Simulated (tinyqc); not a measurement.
Worked calculation: CIS on RHF in the 3-21g basis, for H2, spin multiplicity 1. One step of it, computed by the program tinyqc.

Task: CIS triplet states. Diagonalise A (1 hartree = 27.211386 eV); each vector has its largest component positive (the first on a tie).

CIS matrix A, triplet (hartree), lower triangle:
```
          1>2       1>3       1>4
1>2  0.194769
1>3  0.000000  1.111522
1>4  0.129304  0.000000  1.185051
```

Give: triplet excitation energies; lowest vectors.

Result:

triplet excitation energies (eV): 4.8481  30.2461  32.6987

lowest vectors:
```
     state 1  state 2  state 3
1>2   0.9919   0.0000   0.1274
1>3   0.0000   1.0000   0.0000
1>4  -0.1274   0.0000   0.9919
```
